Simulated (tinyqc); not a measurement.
Electroplating on a thin resistive seed layer: kinetics, Wagner number and the terminal effect across a wafer: one step, computed by the program tinyqc.

Current enters the seed at the rim. The bath is treated as a local resistance per area (no lateral flow in the liquid), two electrons per ion, molar volume 7.11 cm^3/mol, Faraday constant F = e N_A, kinematic viscosity 0.01 cm^2/s, omega = 2 pi x rpm/60; k_B T/e is in volts.

Task: Linear estimate of the terminal effect. Linearised: with R_t = kinetic + bath resistance the current density obeys (1/r)(r i')' = i R_s/R_t, so i = A I_0(r/l), l = sqrt(R_t/R_s); with x = R/l, edge/centre = I_0(x) and edge/mean = x I_0(x)/(2 I_1(x)). Voltage drop in the seed for a uniform current: i R_s R^2/4.

Inputs (values chosen for the exercise, of the order of those for copper plating on a thin cobalt or ruthenium seed): wafer radius R = 10 cm; mean current density = 9.2 mA/cm^2; temperature T = 298 K.

kinetic resistance = 4.229192 ohm cm^2

bath resistance R_b = 67 ohm cm^2

sheet resistance R_s = 9.230769 ohm/square

Give: length l; x = R/l; edge over centre, linear; edge over mean, linear; drop for uniform current.

Result:

length l = 2.778 cm

x = R/l = 3.600

edge over centre, linear = 8.027

edge over mean, linear = 2.127

drop for uniform current = 2123 mV
